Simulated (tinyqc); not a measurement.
Inside a calculation. Model: band bending at a free surface with one surface level, surface photovoltage and Kelvin probe.

tinyqc, about 0.01 s, one thread, Intel Xeon 2.30GHz (shared host): `OMP_NUM_THREADS=1 python tinyqc.py 2430102 2430103 out.jsonl` Printed values are rounded.

n-type bulk, xi = Ec - EF = Vt ln(Nc/Nd), p0 = ni^2/Nd, ni = sqrt(Nc Nv) exp(-Eg/(2 Vt)), Eg in volts. b is the upward band bending, u = b/Vt. Space charge per area, in units of q: Qc = sign(b) sqrt((2 eps0 eps_r Vt/q) [(Nd + dn)(exp(-u) - 1) + Nd u + (p0 + dn)(exp(u) - 1)]), with dn the excess density under light (flat quasi-Fermi levels; 0 in the dark). The level holds -Ns f, f = 1/(1 + exp((xi + b - Es)/Vt)). Neutrality: Qc + Qf + (charge of the states) = 0.

Values chosen for this exercise; band and dielectric values those of a made-up semiconductor:
- T = 300 K (temperature)
- Eg = 1.04 eV (band gap)
- eps_r = 12.9 (relative permittivity)
- Nc = 2.49e19 cm^-3 (conduction-band density of states at T)
- Nv = 2.73e19 cm^-3 (valence-band density of states at T)
- chi = 4.7 eV (electron affinity)
- Nd = 3.1e15 cm^-3 (donor density)
- Qf = 0 cm^-2 (fixed positive charge at the surface)
- pt = 4.69 eV (work function of the probe tip)
- Ns = 1.7e11 cm^-2 (density of an acceptor-like surface level)
- Es = 0.57 eV (its depth below the conduction edge)
- dn = 2.6e14 cm^-3 (excess carrier density under light)

Constants: q = 1.602176634e-19 C, kB = 1.380649e-23 J/K, Vt = kB T/q, eps0 = 8.8541878128e-14 F/cm where lengths are in cm. Results are converted to the units shown.

## Bulk quantities

xi, ni, p0, the Debye length sqrt(eps0 eps_r Vt/(q Nd)) and the flat-band work function chi + xi.

xi = 0.232441 eV
ni = 4.79254e10 cm^-3
p0 = 7.40916e5 cm^-3
Debye length = 77.1046 nm
chi + xi = 4.93244 eV

## Charges against band bending

```
point,b (V)
0,0.096
1,0.16
2,0.223
3,0.287
4,0.351
5,0.415
6,0.479
```

Evaluate Qc, the surface charge Qf - Ns f and their sum in the dark; the root lies where the sum changes sign.

```
point,Qc (cm^-2),surface charge (cm^-2),sum (cm^-2)
0,5.59321e10,-1.69985e11,-1.14053e11
1,7.70172e10,-1.69823e11,-9.28061e10
2,9.33493e10,-1.68001e11,-7.46517e10
3,1.07437e11,-1.48932e11,-4.14945e10
4,1.19882e11,-6.33880e10,5.64940e10
5,1.31159e11,-8.09662e9,1.23063e11
6,1.41631e11,-7.12067e8,1.40919e11
```

The sum rises steadily with b, so there is one root; bisection gives b = 0.31926 V.

## Work function and Kelvin-probe reading

converged b = 0.319264 V

Work function chi + xi + b; contact potential difference CPD = (work function of the sample) - pt. Depth of EF below Ec at the surface: xi + b. Depletion width Qc/Nd.

xi + b = 0.551705 eV
Qc = 1.13881e11 cm^-2
Qc/Nd = 367.357 nm
work function = 5.25171 eV
CPD = 561.705 mV

The level is 67.0 % filled: the Fermi level is pinned at it.

## Surface photovoltage

Under chopped light the surface charge keeps its dark value, so b falls to bL with Qc(bL, dn) = Qc(b, 0); the photovoltage is b - bL. Qc rises with b, so bL follows by bisection.

bL = 0.117682 V
photovoltage = 201.582 mV
share of b removed = 63.1396 %
excess holes at the surface, dn exp(bL/Vt) = 2.46572e16 cm^-3
